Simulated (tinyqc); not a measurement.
# Worked calculation: off-state leakage of single and stacked transistors

Program tinyqc, `OMP_NUM_THREADS=1 python tinyqc.py 2242170 2242171 out.jsonl`; Intel Xeon 2.30GHz, shared host, one thread, about 0.03 s. Printed values are rounded.

n-channel devices of unit width. Subthreshold current I(Vg, Vs, Vd) = I0 (T/300 K)^0.5 exp[(Vg - Vs - VT(T) - gb (Vs - Vb) + dd (Vd - Vs))/(nf Vt)] (1 - exp(-(Vd - Vs)/Vt)), VT(T) = VT - cT (T - 300 K). Gate-edge tunnelling Ig (Vd/1 V) exp(ag (Vd - 1 V)), for a gate at 0 V, and band-to-band leakage Ab u exp(-Bb/u), u = Vd - Vb + 1 V, flow at a drain held at V; both are taken as independent of T. In a stack of off transistors (all gates at 0 V) the same subthreshold current passes through each.

Inputs (values chosen for the exercise); values of the order met in bulk silicon logic transistors:
- T = 300 K (temperature)
- V = 1.1 V (supply voltage)
- VT = 0.45 V (threshold at 300 K, zero drain and body bias)
- cT = 0.5 mV/K (fall of the threshold with temperature)
- I0 = 0.25 uA/um (current at threshold at 300 K)
- nf = 1.28 (slope factor)
- dd = 0.08 (drain-induced lowering per volt)
- gb = 0.23 (rise of the threshold per volt of source-body bias)
- Ig = 6e-6 uA/um (gate-edge tunnelling current at 1 V)
- ag = 3.9 1/V (exponential slope of the gate current)
- Ab = 3 uA/(um V) (prefactor of band-to-band leakage at the drain)
- Bb = 21 V (its exponential voltage)
- Vb = 0 V (body voltage)

Constants: q = 1.602176634e-19 C, kB = 1.380649e-23 J/K, Vt = kB T/q. Results are converted to the units shown.

## Leakage of one transistor

Vg = Vs = 0, Vd = V; effective threshold VT(T) - gb Vb - dd V.

effective threshold = 0.362 V
parts (nA/um): subthreshold 0.004435056, gate edge 0.009748073, band-to-band 0.2860196
total = 0.3002027 nA/um
shares (%): subthreshold 1.477354, gate edge 3.247164, band-to-band 95.27548

The band-to-band part is the largest.

## Starting value

Vx = dd V/(1 + gb + 2 dd), the solution for Vx well above Vt, rounded to three decimals.

Vx at the start = 0.063 V

## Iteration 1: new Vx

Stack of two, Vx the node between them: I_low = I(0, 0, Vx), I_up = I(0, Vx, V), f = ln(I_up/I_low), f' = -(1 + gb + 2 dd)/(nf Vt) - 1/(Vt (exp(Vx/Vt) - 1)) - 1/(Vt (exp((V - Vx)/Vt) - 1)), Vx(new) = Vx - f/f'.

I_low = 3.298865e-4 nA/um
I_up = 3.662187e-4 nA/um
f = 0.1044821
f' = -45.71176 1/V
Vx after iteration 1 = 0.06528567 V

## Iteration 2: new Vx

As before.

I_low = 3.344036e-4 nA/um
I_up = 3.345361e-4 nA/um
f = 3.963319e-4
f' = -45.37091 1/V
Vx after iteration 2 = 0.06529441 V

## Course of the iteration

Stop when the step is below 1e-11 V, or after 40 iterations.

Course of the iteration:
```
iteration  Vx before the step (V)  step (V)
1                           0.063   2.29e-3
2                      0.06528567   8.74e-6
3                      0.06529441  1.19e-10
4                      0.06529441   < 1e-15
```

Converged in 4 iterations. The subthreshold current of the stack is 3.344e-4 nA/um, 13.3 times less than that of one transistor (the drain leakage is unchanged); the estimate exp[dd V (1 + gb + dd)/((1 + gb + 2 dd) nf Vt)] gives 12.3.
